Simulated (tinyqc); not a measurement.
Inside a calculation. Method: tight binding, kagome lattice. Computed by tinyqc, a small Python program that keeps every step. Settings: t1 = 0.58, t2 = 0.58, delta = 0, bands filled = 2. Command: `OMP_NUM_THREADS=1 python tinyqc.py 23574 23575 out.jsonl` (the two numbers bound the seeds that draw the settings). One thread of a shared host (Intel(R) Xeon(R) Processor @ 2.60GHz), about 0.01 s of CPU time with the checks.

## Bloch Hamiltonian at k

Parameters chosen for this model:
```
parameter     value                unit
t1         0.580000    eV, up triangles
t2         0.580000  eV, down triangles
delta             0        eV on site C
```

k point k (fractions of the reciprocal vectors): 0.1700  0.4500

H_AB = -t1 - t2 exp(-i k.a1), H_AC = -t1 - t2 exp(-i k.a2), H_BC = -t1 - t2 exp(i k.(a1 - a2)), H_CC = delta.

H(k) at k (eV), lower triangle (Hermitian):
```
                 A                B       C
A           0.0000
B  -0.8594-0.5083i           0.0000
C  -0.0284-0.1792i  -0.4713-0.5697i  0.0000
```

## Levels at k

Diagonalise the Hermitian matrix.

eigenvalues (eV): -1.3332  0.1732  1.1600

weights |c|^2 of the basis functions:
```
   band 1  band 2  band 3
A  0.3277  0.3476  0.3247
B  0.4645  0.0020  0.5336
C  0.2078  0.6504  0.1417
```

## Bloch Hamiltonian at K

k point K (fractions of the reciprocal vectors): 0.3333  0.6667

As before.

H(k) at K (eV), lower triangle (Hermitian):
```
                 A                B       C
A           0.0000
B  -0.2900-0.5023i           0.0000
C  -0.2900+0.5023i  -0.2900-0.5023i  0.0000
```

## Levels at K

As before.

eigenvalues (eV): -0.5800  -0.5800  1.1600

## Bands along a path

The same steps at evenly spaced points between the labelled ones.

Bands along the path (eV):
```
k           band 1   band 2  band 3
G          -2.3200   1.1600  1.1600
G-K 0.20   -2.2197   1.0597  1.1600
G-K 0.40   -1.9362   0.7762  1.1600
G-K 0.60   -1.5185   0.3585  1.1600
G-K 0.80   -1.0387  -0.1213  1.1600
K          -0.5800  -0.5800  1.1600
K-M 0.20   -0.7762  -0.3838  1.1600
K-M 0.40   -0.9385  -0.2215  1.1600
K-M 0.60   -1.0597  -0.1003  1.1600
K-M 0.80   -1.1347  -0.0253  1.1600
M          -1.1600        0  1.1600
M-K' 0.20  -1.1347  -0.0253  1.1600
M-K' 0.40  -1.0597  -0.1003  1.1600
M-K' 0.60  -0.9385  -0.2215  1.1600
M-K' 0.80  -0.7762  -0.3838  1.1600
K'         -0.5800  -0.5800  1.1600
```

With 2 band(s) filled, the highest filled level on these points lies at G and the lowest empty one at G-K 0.20: the bands touch or overlap, so there is no gap.
